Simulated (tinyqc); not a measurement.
# All-pass ring resonator: what changes with what

A ring of length L = 2 pi Rr coupled to one bus waveguide: round-trip amplitude a = 10^(-al L/20), self-coupling t = sqrt(1 - k2). At detuning d from the resonance the round-trip phase is p = 2 pi d/FSR and the transmission T = (a^2 - 2 a t cos p + t^2)/(1 - 2 a t cos p + a^2 t^2). Lossless coupler, linear absorption only.

Values chosen for this exercise; values close to those of silicon waveguides: cold resonance wavelength lam = 1550 nm; ring radius Rr = 15 um; group index ng = 4.39; propagation loss al = 2 dB/cm; power coupling k2 = 0.0021; thermo-optic change of the effective index dT = 0.00019 1/K; thermal resistance Rt = 5 K/mW; share of the loss that heats the ring fa = 0.75; input power Pin = 0.004 mW.

Constants: c = 299792458 m/s. Results are converted to the units shown.

Each table varies one quantity; the others keep the values above.

## Effect of the ring radius

FSR = lam^2/(ng L), finesse F = pi sqrt(a t)/(1 - a t), FWHM = FSR/F, Q = lam/FWHM, Tmin = (a - t)^2/(1 - a t)^2, power build-up k2 a^2/(1 - a t)^2, optical bandwidth c/(lam Q).

The same in every row: t = 0.9989.

Effect of the ring radius:

| Rr (um) | a | Q | Tmin | build-up | bandwidth (GHz) |
|---|---|---|---|---|---|
| 5 | 0.9993 | 1.575e5 | 0.03411 | 667.1 | 1.228 |
| 8.1 | 0.9988 | 2.037e5 | 0.002951 | 424.9 | 0.9495 |
| 13 | 0.9981 | 2.479e5 | 0.08008 | 244.1 | 0.7802 |
| 21 | 0.9970 | 2.871e5 | 0.2361 | 125.3 | 0.6737 |
| 34 | 0.9951 | 3.184e5 | 0.4197 | 58.69 | 0.6075 |
| 56 | 0.9919 | 3.420e5 | 0.5934 | 24.89 | 0.5655 |
| 90 | 0.9871 | 3.576e5 | 0.7235 | 10.48 | 0.5409 |

What does the comparison show?

As Rr goes from 5 to 90 um, Q rises from 1.58e5 to 3.58e5, Tmin goes from 0.0341 through a minimum of 0.00295 (at Rr = 8.1 um among the rows listed) to 0.724 and the build-up falls from 667 to 10.5. The ring is overcoupled (t < a) in 1 of the 7 rows; the dip is deepest where t and a cross. Bend loss, which grows for small rings, is left out.

## Effect of the propagation loss

Same model as above.

The same in every row: t = 0.99895.

Effect of the propagation loss:

| al (dB/cm) | a | Q | Tmin | build-up | bandwidth (GHz) |
|---|---|---|---|---|---|
| 0.25 | 0.99973 | 6.3416e5 | 0.34778 | 1201.9 | 0.30499 |
| 0.45 | 0.99951 | 5.4476e5 | 0.13368 | 886.69 | 0.35504 |
| 0.82 | 0.99911 | 4.3208e5 | 0.0069110 | 557.57 | 0.44764 |
| 1.5 | 0.99837 | 3.1306e5 | 0.046317 | 292.50 | 0.61782 |
| 2.7 | 0.99707 | 2.1066e5 | 0.22270 | 132.27 | 0.91813 |
| 4.9 | 0.99470 | 1.3169e5 | 0.44873 | 51.567 | 1.4687 |
| 8.8 | 0.99050 | 79115 | 0.64268 | 18.533 | 2.4447 |
| 16 | 0.98279 | 45545 | 0.78468 | 6.0941 | 4.2467 |

As al goes from 0.25 to 16 dB/cm, Q falls from 6.34e5 to 45500, Tmin goes from 0.348 through a minimum of 0.00691 (at al = 0.82 dB/cm among the rows listed) to 0.785 and the build-up falls from 1200 to 6.09. The ring is overcoupled (t < a) in 3 of the 8 rows; the dip is deepest where t and a cross.

## Line shape, cold and heated

FSR = lam^2/(ng L). The lost power (1 - T) Pin heats the ring by Rt fa (1 - T) Pin and shifts the resonance to longer wavelength by s = (lam dT/ng) times that rise; d = dl - s. The hot columns give T for the smallest and the largest self-consistent shift.

Line shape, cold and heated:

| dl (pm) | T, cold | roots | smallest s (pm) | T there | largest s (pm) | T there  |
|---|---|---|---|---|---|---|
| -8.9 | 0.9115 | 1 | 0.08748 | 0.9131 | 0.08748 | 0.9131 |
| -4.8 | 0.7557 | 1 | 0.2296 | 0.7719 | 0.2296 | 0.7719 |
| -2.4 | 0.4671 | 1 | 0.4601 | 0.5427 | 0.4601 | 0.5427 |
| 0 | 0.1207 | 1 | 0.8221 | 0.1830 | 0.8221 | 0.1830 |
| 1.8 | 0.3561 | 1 | 0.7942 | 0.2108 | 0.7942 | 0.2108 |
| 3.6 | 0.6429 | 1 | 0.4122 | 0.5904 | 0.4122 | 0.5904 |
| 5.4 | 0.7950 | 1 | 0.2197 | 0.7817 | 0.2197 | 0.7817 |
| 7.7 | 0.8857 | 1 | 0.1182 | 0.8825 | 0.1182 | 0.8825 |
| 11 | 0.9400 | 1 | 0.06101 | 0.9394 | 0.06101 | 0.9394 |
| 15 | 0.9667 | 1 | 0.03368 | 0.9665 | 0.03368 | 0.9665 |

What does the comparison show?

The cold line has FWHM = 5.95 pm and its dip at dl = 0; heated, the deepest listed dip lies at dl = 0 pm, and the largest possible shift is 0.885 pm, 0.15 FWHM. No listed row is bistable.

tinyqc, about 0.01 s, one thread, Intel Xeon 2.30GHz (shared host): `OMP_NUM_THREADS=1 python tinyqc.py 2650017 2650018 out.jsonl`
